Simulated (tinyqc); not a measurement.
Harmonic transition-state theory with quantum, tunnelling and friction corrections: one step, computed by the program tinyqc. Command: `OMP_NUM_THREADS=1 python tinyqc.py 3020812 3020813 out.jsonl rates walk`. One thread of a shared host (Intel(R) Xeon(R) Processor @ 2.30GHz), about 0.04 s of CPU time with the checks.

One atom hops between equivalent sites; three modes at the minimum and two real modes at the saddle are treated as harmonic, the rest of the crystal as unchanged; melting is ignored, so hot rows may lie above the melting point.

Problem. Tunnelling factors. With u = h nu_b/(k_B T): Wigner factor 1 + u^2/24; parabolic barrier (Bell) (u/2)/sin(u/2), valid above T_c = h nu_b/(2 pi k_B); symmetric Eckart barrier: kappa = int_0^infinity P(E) exp(-(E - E_b)/(k_B T)) dE/(k_B T), P = (cosh 2a - 1)/(cosh 2a + cosh 2d), a = alpha sqrt(E/E_b), alpha = 2 pi E_b/(h nu_b), 2d = 2 sqrt(alpha^2 - pi^2/4).

Inputs (values chosen for the exercise, modelled on interstitial oxygen in silicon): barrier E_b = 2.52 eV; imaginary frequency at the saddle nu_b = 11.9 THz; temperature T = 1250 K.

Lattice of sites: three-dimensional.

Constants: h x 1 THz = 4.135667696 meV; k_B = 8.617333262e-05 eV/K.

Give: u; crossover temperature T_c; Wigner factor; Bell factor; Eckart factor.

Solution.

u = 0.45689

crossover temperature T_c = 90.895 K

Wigner factor = 1.0087

Bell factor = 1.0088

Eckart factor = 1.0091

T/T_c = 13.75: tunnelling is a small correction.
